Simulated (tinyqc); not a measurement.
Defect, radiative and Auger recombination at equal electron and hole densities (ABC model): one step. Shares, lifetimes and light. Three cases, with inputs chosen for the exercise.

Question. Shares of the three paths; lifetime n/G = 1/(Ae + B n + C n^2); differential lifetime 1/(Ae + 2 B n + 3 C n^2) and bandwidth 1/(2 pi tau_d); optical power density ex IQE J Eph/e.

J/(e d) = Ae n + B n^2 + C n^3 with Ae = A + 4 S/w (four side walls, carriers spread evenly), e = 1.602176634e-19 C, lengths in cm; internal efficiency IQE = B n^2/(Ae n + B n^2 + C n^3); all injected carriers recombine in the layer.

Case 1.

Values chosen (orders of magnitude like those quoted for Ge; shifted at random, so the results belong to these values and not to a real crystal): B = 5.5e-14 cm^3/s (radiative coefficient); C = 2.1e-31 cm^6/s (Auger coefficient); J = 0.017 A/cm^2 (current density); ex = 0.28 (extraction efficiency); Eph = 0.65 eV (photon energy).

Ae = 50000.0 1/s
n = 3.68773e+16 1/cm^3

Case 2.

Values chosen (orders of magnitude like those quoted for GaN; shifted at random, so the results belong to these values and not to a real crystal): B = 2.4e-12 cm^3/s (radiative coefficient); C = 5.2e-31 cm^6/s (Auger coefficient); J = 170 A/cm^2 (current density); ex = 0.82 (extraction efficiency); Eph = 2.69 eV (photon energy).

Ae = 1.14000e+07 1/s
n = 1.62125e+19 1/cm^3

Case 3.

Values chosen (orders of magnitude like those quoted for GaN; shifted at random, so the results belong to these values and not to a real crystal): B = 2.8e-12 cm^3/s (radiative coefficient); C = 2.8e-31 cm^6/s (Auger coefficient); J = 52 A/cm^2 (current density); ex = 0.11 (extraction efficiency); Eph = 2.69 eV (photon energy).

Ae = 2.50251e+07 1/s
n = 9.43961e+18 1/cm^3

Give: shares; lifetime; differential lifetime; bandwidth; optical power density.

Answer.

Case 1.

shares: defect 0.9558, radiative 0.0388, Auger 0.0055

lifetime = 1.91e+04 ns
differential lifetime = 1.82e+04 ns
bandwidth = 0.00874 MHz
optical power density = 0.000120 W/cm^2

The defect path is the largest; the device runs below its efficiency peak, where the defect and Auger shares are equal.

Case 2.

shares: defect 0.0610, radiative 0.2081, Auger 0.7309

lifetime = 5.35 ns
differential lifetime = 2.00 ns
bandwidth = 79.5 MHz
optical power density = 78.0 W/cm^2

The Auger path is the largest; the device runs above its efficiency peak, where the defect and Auger shares are equal.

Case 3.

shares: defect 0.3275, radiative 0.3459, Auger 0.3265

lifetime = 13.1 ns
differential lifetime = 6.55 ns
bandwidth = 24.3 MHz
optical power density = 5.32 W/cm^2

The radiative path is the largest; the device runs close to its efficiency peak, where the defect and Auger shares are equal.

Computed by tinyqc, one run a case: `OMP_NUM_THREADS=1 python tinyqc.py N N+1 out.jsonl` with N = 1650231, 1650289, 1650337; one thread of a shared Intel(R) Xeon(R) Processor @ 2.30GHz, about 0.01 s a run at most.
